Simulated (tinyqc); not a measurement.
Extended Hueckel theory, for H6, step by step. One step of it, computed by the program tinyqc.

Task: Orbitals. Solve H C = S C e through S^(-1/2); fill by pairs from the bottom, a degenerate level sharing its electrons equally; each orbital has its largest coefficient positive (the first on a tie).

H (eV), lower triangle:
```
            1H 1s       2H 1s       3H 1s       4H 1s       5H 1s       6H 1s
1H 1s  -13.600000
2H 1s  -13.007291  -13.600000
3H 1s   -2.153941   -8.567502  -13.600000
4H 1s   -0.437276   -2.150230  -12.991919  -13.600000
5H 1s   -0.038171   -0.234183   -2.153941   -8.579428  -13.600000
6H 1s   -0.005162   -0.038087   -0.437276   -2.153941  -12.991919  -13.600000
```

overlap S, lower triangle:
```
          1H 1s     2H 1s     3H 1s     4H 1s     5H 1s     6H 1s
1H 1s  1.000000
2H 1s  0.546525  1.000000
3H 1s  0.090502  0.359979  1.000000
4H 1s  0.018373  0.090346  0.545879  1.000000
5H 1s  0.001604  0.009840  0.090502  0.360480  1.000000
6H 1s  0.000217  0.001600  0.018373  0.090502  0.545879  1.000000
```

valence electrons = 6

Give: orbital energies; occupations; coefficients; sum of one-electron energies.

Result:

orbital energies (eV): -18.6104  -17.3910  -15.2308  -5.7777  1.6899  11.7925

occupations: 2.0000  2.0000  2.0000  0.0000  0.0000  0.0000

coefficients:
```
          MO1      MO2      MO3      MO4      MO5      MO6
1H 1s  0.2038   0.3791   0.4276  -0.6078  -0.7086  -0.4652
2H 1s  0.2871   0.3961   0.2331   0.4058   0.8267   0.7400
3H 1s  0.3612   0.1176  -0.4272   0.5897  -0.2561  -0.9909
4H 1s  0.3612  -0.1183  -0.4267  -0.5886  -0.2594   0.9911
5H 1s  0.2871  -0.3958   0.2337  -0.4082   0.8257  -0.7391
6H 1s  0.2036  -0.3785   0.4286   0.6099  -0.7064   0.4638
```

sum of one-electron energies = -102.4645 eV
